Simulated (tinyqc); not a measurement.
# From dn, finite wafer back to diffusion length L

Model: surface photovoltage measurement of the minority-carrier diffusion length in a wafer. Computed by tinyqc, a small Python program. Command: `OMP_NUM_THREADS=1 python tinyqc.py 3130472 3130473 out.jsonl spv inv`. One thread of a shared host (Intel(R) Xeon(R) Processor @ 2.30GHz), about 0.02 s of CPU time with the checks.

Low injection, steady light, a depletion layer much thinner than 1/alpha and L. The excess density dn is taken at the front edge of the neutral region; light that reaches the back is lost.

Inputs (values chosen for the exercise, modelled on p-type silicon at room temperature):
```
quantity                                             value        unit
wafer thickness W                                      525  micrometre
diffusivity D                                         26.9      cm^2/s
front recombination velocity S_f                       380        cm/s
back recombination velocity S_b                      39000        cm/s
photon flux entering                               2.1e+13  1/(cm^2 s)
minority density at the surface barrier scale n_0  7.1e+09      1/cm^3
temperature T                                          298           K
wavelength                                             819          nm
```

Constants: k_B = 8.617333262e-05 eV/K.

Method:
- alpha = (84.732/lambda - 76.417)^2 per cm with lambda in micrometre (an empirical fit for silicon between 0.7 and 1.05 micrometre).
- Thick wafer: dn = Phi L/((S_f + D/L)(L + 1/alpha)). Finite wafer, with s = S_b L/D, w = W/L, a = alpha L: dn = [Phi a/(a^2 - 1)] [a - B - exp(-alpha W)(a - s)/(cosh w + s sinh w)]/(S_f + B D/L), B = (sinh w + s cosh w)/(cosh w + s sinh w).
- Photovoltage V = (k_B T/e) ln(1 + dn/n_0). Lifetime = L^2/D.

Task: A run gave the result below. Find the diffusion length L, known to lie between 520 and 1100 micrometre.

dn, finite wafer = 2.014344e+10 1/cm^3

Result:

Each step takes the trial c = (a f_b - b f_a)/(f_b - f_a), f being the result less the target and a, b, c the logarithms of the listed values; c replaces end b, the old b replaces a if the sign of f changed, and otherwise f_a is halved.

Scan of the range:
```
diffusion length L (micrometre)  dn, finite wafer (1/cm^3)
520                                            1.93142e+10
589                                            2.00060e+10
668                                            2.05988e+10
756                                            2.10857e+10
857                                            2.14923e+10
971                                            2.18222e+10
1100                                           2.20883e+10
```

False position (Illinois rule, in the logarithm of the input) inside the bracket:
```
step    end a    end b    trial  dn, finite wafer (1/cm^3)
1     589.000  668.000  606.435                2.01527e+10
2     589.000  606.435  604.339                2.01356e+10
3     606.435  604.339  605.301                2.01434e+10
4     604.339  605.301  605.300                2.01434e+10
```

dn, finite wafer rises at every point of a 13-point scan of the range (every second point is shown), so one value fits; it is bracketed by 589 and 668. Answer: diffusion length L = 605.3 micrometre.
